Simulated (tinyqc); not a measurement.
Worked calculation: free-carrier optics of a doped semiconductor (Drude model). Values are carried at full precision from step to step, so a last printed digit may differ when a step is redone from the rounded ones.

eps(E) = ei [1 - Ep^2/(E^2 + i E Gam)], with Ep^2 = 8 pi c (e^2/(4 pi eps0)) N/(m ei), c = hbar^2/2m0, N in 1/angstrom^3 (1e-24 per 1/cm^3); Gam = hbar/tau, tau = mu m m0/e with m0/e = 5.685630e-12 kg/C and mu in m^2/(V s). Energies in meV.

Constants: hbar^2/2m0 = 3.80998211 eV angstrom^2; e^2/(4 pi eps0) = 14.39964547 eV angstrom; hbar = 6.58211957e-16 eV s; hbar c = 1973.269805 eV angstrom.

Parameters, chosen for this exercise (mass and dielectric values near those of Si; N and mu are free inputs; interband absorption and the rise of the mass with filling are left out; shifted at random, so the results belong to these values and not to a real crystal): N = 1.3e+20 1/cm^3 (carrier density); m = 0.265 m0 (conductivity mass); mu = 48 cm^2/(V s) (mobility); ei = 11.73 (high-frequency dielectric constant); E = 196.8 meV (photon energy).

## Plasma energy and damping

Evaluate Ep, tau, Gam, the plasma wavelength hc/Ep (hc = 1239.841984 eV nm) and the dc resistivity 1/(e N mu), e = 1.602176634e-19 C.

Ep = 240.14 meV
tau = 7.23 fs
Gam = 91.01 meV
plasma wavelength = 5.16 micrometre
rho = 0.00100 ohm cm

Ep/Gam = 2.64: the edge is smeared by scattering.

## Dielectric function at one energy

Insert the numbers.

free-carrier term = -14.3876+6.6537i
eps = -2.6576+6.6537i

## Optical constants

n + i k = sqrt(eps1 + i eps2) with k >= 0; R = ((n - 1)^2 + k^2)/((n + 1)^2 + k^2) at normal incidence from vacuum; alpha = 2 E k/(hbar c), times 1e8 for 1/cm; loss function Im(-1/eps) = eps2/(eps1^2 + eps2^2).

Convert eps at the photon energy E (in meV) into the optical constants.

n = 1.5012
k = 2.2161
R = 0.4623
alpha = 4.42e+04 1/cm

Light of this energy penetrates 1/alpha = 0.226 micrometre.

## Checks

- Integral of E eps2 of the free-carrier term against (pi/2) ei Ep^2 (meV^2): both 1.0625e+06.

Program tinyqc; command `OMP_NUM_THREADS=1 python tinyqc.py 1652392 1652393 out.jsonl`; about 0.01 s on one thread of a shared Intel(R) Xeon(R) Processor @ 2.30GHz.
